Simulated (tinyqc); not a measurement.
Pressure series at fixed power: global model of a low-pressure process discharge: electron temperature, density, ion flux and ion energy. Computed by tinyqc, a small Python program. Command: `OMP_NUM_THREADS=1 python tinyqc.py 3111549 3111550 out.jsonl plasma walk`. One thread of a shared host (Intel(R) Xeon(R) Processor @ 2.30GHz), about 0.01 s of CPU time with the checks.

Maxwellian electrons with temperature T_e in eV, one positive ion, no negative ions, uniform bulk density n; rate constants have the Arrhenius form.

Inputs (values chosen for the exercise, of the order of those of an inductive discharge in a simple atomic gas):
```
quantity                      value   unit
ion mass M                       28      u
ionisation prefactor K0     7.5e-14  m^3/s
ionisation energy E_iz         17.2     eV
excitation prefactor X0     9.2e-15  m^3/s
excitation energy E_ex         8.62     eV
elastic rate constant K_el  1.7e-13  m^3/s
ion-neutral cross section   8.8e-19    m^2
gas temperature T_g             600      K
radius R                         15     cm
height L                         12     cm
absorbed power P                390      W
```

Constants: k_B = 1.380649e-23 J/K; e = 1.602176634e-19 C; u = 1.6605390666e-27 kg; m_0 = 9.1093837015e-31 kg.

Method:
- n_g = p/(k_B T_g), lambda_i = 1/(n_g sigma), K_iz = K0 exp(-E_iz/T_e), h_L = 0.86/sqrt(3 + L/(2 lambda_i)), h_R = 0.8/sqrt(4 + R/lambda_i), A_eff = 2 pi R^2 h_L + 2 pi R L h_R and d_eff = pi R^2 L/A_eff follow p.
- Particle balance: K0 exp(-E_iz/T_e) n_g d_eff = u_B, u_B = sqrt(e T_e/M).
- E_c = E_iz + (X0 exp(-E_ex/T_e) E_ex + K_el (3 m_0/M) T_e)/K_iz; E_T = E_c + (5/2) T_e + (T_e/2) ln(M/(2 pi m_0)); n = P/(e u_B A_eff E_T); J = e h_L n u_B. Pressures without a root below 2 E_iz are left out.

Against pressure:
```
p (Pa)  T_e (eV)  E_c (eV)  E_T (eV)  n (1/cm^3)  J (mA/cm^2)
0.1       6.1560     21.47     64.57  8.0236e+10       2.6699
0.2       4.6129     24.02     56.31  1.1714e+11       3.1124
0.5       3.4389     30.09     54.16  1.7400e+11       3.3180
1.0       2.8616     38.56     58.59  2.2059e+11       3.1174
2.0       2.4381     53.27     70.34  2.6100e+11       2.6267
5.0       2.0311     90.74    104.96  2.8760e+11       1.7754
10.0      1.8012    144.46    157.07  2.8325e+11       1.1902
20.0      1.6176    238.87    250.20  2.6280e+11       0.7484
```

T_e falls from 6.16 to 1.62 eV, n changes by a factor 3.3 and J by 0.28; in J = P h_L/(A_eff E_T), E_T changes by a factor 3.87 and is least at 0.5 Pa, between wall losses at high T_e and excitation losses at low T_e.

Extremes, crossings and ranges named in words are read from the listed rows.
